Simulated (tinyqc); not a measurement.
Ways to converge the cycle: SCF convergence aids in the 3-21g basis, for H2+, spin multiplicity 2. Computed by the program tinyqc with PySCF. UHF with one setting changed at a time; a run stops when the energy changes by less than 1e-09 hartree and the error matrix is below 1e-5. The start is the Wolfsberg-Helmholz matrix. Damping d keeps d of the old density; a shift (hartree) raises the virtual levels; DIIS n extrapolates F over n matrices.

Geometry (angstrom):
```
atom       x       y       z
H     0.0000  0.0000  0.0000
H     0.0000  0.0000  1.1020
```

lowest solution found by these runs and by PySCF with stability checks = -0.582856 hartree

Largest element of the error matrix X^T (FDS - SDF) X:
```
iteration    plain  damping 0.3  damping 0.6  shift 0.4   DIIS 3   DIIS 8
1          1.2e-01      1.2e-01      1.2e-01    1.2e-01  1.2e-01  1.2e-01
2          3.0e-02      5.6e-02      8.1e-02    4.7e-02  3.0e-02  3.0e-02
3          7.6e-03      2.7e-02      5.7e-02    1.9e-02  5.0e-16  5.0e-16
4          1.9e-03      1.3e-02      4.0e-02    7.4e-03  4.3e-16  4.3e-16
5          4.9e-04      6.1e-03      2.8e-02    3.0e-03        -        -
6          1.3e-04      2.9e-03      2.0e-02    1.2e-03        -        -
8          8.2e-06      6.7e-04      9.7e-03    1.9e-04        -        -
10               -      1.5e-04      4.8e-03    3.0e-05        -        -
14               -      8.0e-06      1.2e-03          -        -        -
20               -            -      1.4e-04          -        -        -
30               -            -      4.0e-06          -        -        -
```

How each run ends:
```
run          iterations  E (hartree)         state
plain                 9    -0.582856  lowest found
damping 0.3          17    -0.582856  lowest found
damping 0.6          36    -0.582856  lowest found
shift 0.4            12    -0.582856  lowest found
DIIS 3                4    -0.582856  lowest found
DIIS 8                4    -0.582856  lowest found
```

What does the comparison show, and why?

6 of 6 runs reach the lowest solution found, in 4 to 36 iterations (fastest: DIIS 3, DIIS 8). Plain steps already contract here, so damping only slows them. DIIS 3 and DIIS 8 gain by cancelling the error over several earlier matrices, much as a quasi-Newton step does.
